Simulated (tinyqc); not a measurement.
Stoner model of a band ferromagnet: sweeps and comparisons. A value that a table varies takes the place of the one given here.

Density of states per atom and spin: semi-elliptic, D(e) = (8 M/(pi W^2)) sqrt(W^2/4 - e^2). Levels e -/+ I m/2 for up and down spin, m = n_up - n_down, n_up + n_down = nd. At zero temperature e(N) is the energy below which N states lie, and E(m) = sum over spins of integral e D de - I m^2/4.

Constants: kB = 8.617333262e-05 eV/K.

Values chosen for the exercise:
- W = 5.4 eV (band width, e from -W/2 to W/2)
- M = 5 (states per atom and spin)
- nd = 4.29 (electrons per atom)
- I = 0.92 eV (Stoner parameter)

## Moment against temperature

Fermi-Dirac occupations on 600 equal energy intervals; m is iterated from saturation until it changes by less than 1e-7 or for 400 rounds; the paramagnet is unstable while I times the mean of D weighted by -df/de exceeds 1.

Results:
```
T/Tc,T (K),m (muB),I D(T) of the paramagnet
0.10,596,3.541,1.077
0.30,1789,3.385,1.072
0.50,2982,3.051,1.060
0.65,3876,2.661,1.047
0.80,4771,2.090,1.030
0.90,5367,1.513,1.016
0.95,5665,1.083,1.008
1.10,6560,0.001,0.983
```

Tc (from I D(T) = 1) = 5.96e+03 K

What does this show?

kB Tc = 0.514 eV, 0.16 of the exchange splitting at zero temperature. m keeps 0.86 of its first value at half Tc and 0.43 at 0.9 Tc. The model knows only Stoner excitations; spin waves and local moments bring the ordering temperature below the Stoner value.

## Moment against the Stoner parameter

Lowest state for each I.

Results:
```
I (eV),I D(EF),m (muB),E - E(0) (meV)
0.52,0.609,0.000,0.0
0.69,0.808,0.000,0.0
0.77,0.902,0.000,0.0
0.86,1.008,1.283,-1.3
0.94,1.101,3.863,-187.0
1.07,1.254,4.290,-764.2
1.28,1.500,4.290,-1730.4
1.54,1.804,4.290,-2926.7
```

What does this show?

A moment first appears at I = 0.86 eV of those listed, where I D(EF) = 1.008. It is saturated at 4.290 from I = 1.07 eV on.

## Moment against band filling

Rigid band, I fixed: a Slater-Pauling curve.

Results:
```
nd,I D(EF),m (muB),m_max
3.0,1.028,1.792,3.0
4.0,1.071,3.291,4.0
5.0,1.085,3.868,5.0
6.0,1.071,3.291,4.0
6.5,1.053,2.674,3.5
7.0,1.028,1.792,3.0
7.5,0.992,0.000,2.5
8.0,0.944,0.000,2.0
8.5,0.880,0.000,1.5
9.0,0.788,0.000,1.0
9.5,0.643,0.000,0.5
```

What does this show?

Magnetic fillings among those listed: 3.0, 4.0, 5.0, 6.0, 6.5 and 7.0; the largest moment is 3.87 at nd = 5. No listed filling is saturated.

## What moves the moment

Lowest state for each case. Each row changes one parameter from the base and keeps the others.

Results:
```
case,I D(EF),m (muB),E - E(0) (meV)
base,1.078,3.560,-117.7
W = 4.968 eV,1.172,4.281,-406.8
I = 0.994 eV,1.165,4.266,-414.8
nd = 3.99,1.071,3.281,-91.3
```

What can be read from the table?

The largest shifts from the base row, up to three for each result and ties (the steps differ in size, so this ranks the rows, not the parameters). I D(EF): W +0.094, I +0.087, nd -0.007. m (muB): W +0.720, I +0.705, nd -0.279. E - E(0) (meV): I -297.1, W -289.1, nd +26.4.

Run: tinyqc, `OMP_NUM_THREADS=1 python tinyqc.py 1682542 1682543 out.jsonl`; Intel(R) Xeon(R) Processor @ 2.30GHz, one thread, shared host; about 0.5 s of CPU time with all checks.
